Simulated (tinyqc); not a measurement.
# Thermoelectric coefficients of one resonant level, Landauer integrals: what changes with what

Transmission X(x) = (g/2)^2/[(x - y)^2 + (g/2)^2] with x = (E - EF)/kB T, two spin channels. I_k = int X x^k w dx over all x, w = 1/(4 cosh^2(x/2)).

Values chosen for this exercise:
- T = 4 K (temperature)
- g = 1.3 (full width of the level over kB T)
- y = 4.5 (level position (E0 - EF)/kB T)
- kp = 0.067 (phonon heat conductance in units of pi^2 kB^2 T/(3 h))

Constants: q = 1.602176634e-19 C, kB = 1.380649e-23 J/K, h = 6.62607015e-34 J s. Results are converted to the units shown.

Each table varies one quantity; the others keep the values above.

## Effect of the level position

G = (2 q^2/h) I_0, S = -(kB/q) I_1/I_0, L/L0 = [I_2/I_0 - (I_1/I_0)^2]/(pi^2/3), K_e = (2 kB^2 T/h)(I_2 - I_1^2/I_0), ZT = G S^2 T/(K_e + K_ph), K_ph = kp pi^2 kB^2 T/(3 h).

Result of one run:

| y | G (uS) | S (uV/K) | L/L0 | ZT | ZT without phonons |
|---|---|---|---|---|---|
| 2.6 | 11.57 | -146.2 | 0.4840 | 1.236 | 1.809 |

What becomes of these results when the level position (E0 - EF)/kB T y is changed from 2.6 to 10, all else the same?

Result of the changed run:

| y | G (uS) | S (uV/K) | L/L0 | ZT | ZT without phonons |
|---|---|---|---|---|---|
| 10 | 0.3753 | -85.06 | 1.691 | 0.03441 | 0.1751 |

The whole series:

| y | G (uS) | S (uV/K) | L/L0 | ZT | ZT without phonons |
|---|---|---|---|---|---|
| 0.5 | 27.73 | -30.86 | 0.2243 | 0.1226 | 0.1738 |
| 1.6 | 19.62 | -95.74 | 0.3060 | 0.8560 | 1.226 |
| 2.6 | 11.57 | -146.2 | 0.4840 | 1.236 | 1.809 |
| 3.7 | 5.861 | -185.1 | 0.8370 | 1.096 | 1.675 |
| 4.7 | 3.161 | -199.5 | 1.290 | 0.7714 | 1.262 |
| 5.8 | 1.708 | -191.0 | 1.795 | 0.4506 | 0.8321 |
| 6.8 | 1.061 | -167.3 | 2.075 | 0.2532 | 0.5518 |
| 7.9 | 0.6900 | -134.9 | 2.096 | 0.1271 | 0.3553 |
| 8.9 | 0.5017 | -108.0 | 1.931 | 0.06719 | 0.2472 |
| 10 | 0.3753 | -85.06 | 1.691 | 0.03441 | 0.1751 |

G falls from 27.7 to 0.375 uS; |S| goes from 30.9 through a maximum of 199 (at y = 4.7 among the rows listed) to 85.1 uV/K: far from the level its Lorentzian tail at EF carries the current, and S falls back towards the Mott value. L/L0 goes from 0.224 through a maximum of 2.10 (at y = 7.9 among the rows listed) to 1.69, and ZT goes from 0.123 through a maximum of 1.24 (at y = 2.6 among the rows listed) to 0.0344.

## Effect of the level width

Same model as above.

Effect of the level width:

| g | G (uS) | S (uV/K) | L/L0 | ZT | ZT without phonons |
|---|---|---|---|---|---|
| 0.042 | 0.05781 | -374.3 | 0.1721 | 0.1273 | 33.32 |
| 0.1 | 0.1450 | -357.5 | 0.3677 | 0.2864 | 14.23 |
| 0.25 | 0.4089 | -321.3 | 0.7144 | 0.5985 | 5.916 |
| 0.6 | 1.225 | -263.3 | 1.068 | 0.8902 | 2.656 |
| 1.4 | 3.963 | -191.9 | 1.193 | 0.8161 | 1.264 |
| 3.5 | 14.38 | -116.1 | 1.065 | 0.4431 | 0.5182 |
| 8.4 | 38.45 | -56.39 | 0.9464 | 0.1284 | 0.1375 |
| 20 | 63.78 | -18.64 | 0.9500 | 0.01435 | 0.01497 |

Read the table: what changes, and by how much?

ZT without phonons falls from 33.3 to 0.0150, while ZT with phonons goes from 0.127 through a maximum of 0.890 (at g = 0.6 among the rows listed) to 0.0144; L/L0 moves up and down between 0.172 and 1.19. A narrow level filters energy well but conducts little, so a fixed phonon conductance sets a best width.

tinyqc, about 0.04 s, one thread, Intel Xeon 2.30GHz (shared host): `OMP_NUM_THREADS=1 python tinyqc.py 2800103 2800104 out.jsonl`
